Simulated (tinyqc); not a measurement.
n-type polysilicon, carrier trapping at grain boundaries: one step of the calculation.

One-dimensional grains of size Lg, uniform ionised doping N, monovalent traps Qt at each boundary at a depth Et below (for electrons) or above (for holes) the band edge there, abrupt depletion of width W on each side of a boundary, Boltzmann statistics. xi is the distance from the band edge at the grain centre to the Fermi level. Trapped charge Qt/(1 + exp((xi + VB - Et)/Vt)) = 2 N W, barrier VB = q N W^2/(2 eps0 eps_r).

Question. Depletion width, Fermi level and barrier. If the trap equation with xi = Vt ln(NB/N) has a root W < Lg/2, the grain is partly depleted; otherwise W = Lg/2 and the trap equation gives xi = Et - VB + Vt ln(Qt/(N Lg) - 1). N* = Qt/Lg.

Values chosen for this exercise; values of the order met in polycrystalline silicon: temperature T = 250 K; relative permittivity eps_r = 11.7; conduction-band density of states at T NB = 2.13e19 cm^-3; grain size Lg = 65 nm; trap density of a grain boundary Qt = 4.2e12 cm^-2; depth of the trap level from the majority band edge at the boundary Et = 0.46 eV; doping N = 1.5e17 cm^-3.

Constants: q = 1.602176634e-19 C, kB = 1.380649e-23 J/K, Vt = kB T/q, eps0 = 8.8541878128e-14 F/cm where lengths are in cm. Results are converted to the units shown.

Find: N*; W; xi; VB; share of traps filled.

Answer.

N* = 6.4615e17 cm^-3
W = 32.500 nm
xi = 0.36325 V
VB = 0.12252 V
share of traps filled = 0.23214

N is 0.232 N*, and the grain is fully depleted; VB = 5.69 Vt.

Program tinyqc, `OMP_NUM_THREADS=1 python tinyqc.py 2830178 2830179 out.jsonl`; Intel Xeon 2.30GHz, shared host, one thread, about 0.01 s.
